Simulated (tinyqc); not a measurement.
Threshold-voltage variability of a planar MOSFET, analytic estimates: two steps of the calculation.

Three independent sources add in quadrature: random dopants in the depleted layer, metal-gate grains of two orientations, and roughness of the two gate edges acting through the roll-off VT = VT(long) - Vr exp(-L/l). These are first-order estimates: no three-dimensional electrostatics, no percolation.

Inputs (values chosen for the exercise); material values close to those of silicon:
- T = 250 K (temperature)
- n = 1.14 (subthreshold factor)
- gI = 25 1/V (gm/I of a matched pair)
- sb = 0.5 % (spread of the gain factor of one device)
- Nb = 33554432 (number of cells)
- Y = 0.959 (wanted yield)

Constants: q = 1.602176634e-19 C, kB = 1.380649e-23 J/K, Vt = kB T/q. Results are converted to the units shown.

Question 1. Total spread, mismatch and leakage. s = sqrt(s1^2 + s2^2 + s3^2). For a pair: s(dVT) = sqrt(2) s; current mismatch sqrt(2) sqrt((gI s)^2 + sb^2); input offset = current mismatch/gI. For a Gaussian VT the off current is log-normal with mean/median = exp(s^2/(2 (n Vt)^2)).

s1 = 12.141440 mV
s2 = 11.744404 mV
s3 = 3.7396851 mV

Give: s; s(dVT); current mismatch; input offset; mean/median of Ioff.

Answer 1.

s = 17.30 mV
s(dVT) = 24.47 mV
current mismatch = 61.17 %
input offset = 24.47 mV
mean/median of Ioff = 1.282

Question 2. Margin in standard deviations for the wanted yield. Cells fail independently with probability Q(k) = erfc(k/sqrt(2))/2 when the margin is k standard deviations, and Y = exp(-Nb Q(k)). phi = exp(-k^2/2)/sqrt(2 pi). Newton steps on ln Q(k) = ln(-ln(Y)/Nb): k(new) = k + [ln Q - ln(-ln(Y)/Nb)] Q/phi.

k after iteration 1 = 7.2320621

Give: Q(k); phi; k after iteration 2.

Answer 2.

Q(k) = 2.3786e-13
phi = 1.7519e-12
k after iteration 2 = 6.0692

Numbers from tinyqc (`OMP_NUM_THREADS=1 python tinyqc.py 2090012 2090013 out.jsonl`; about 0.01 s on one thread of a shared Intel Xeon 2.30GHz).
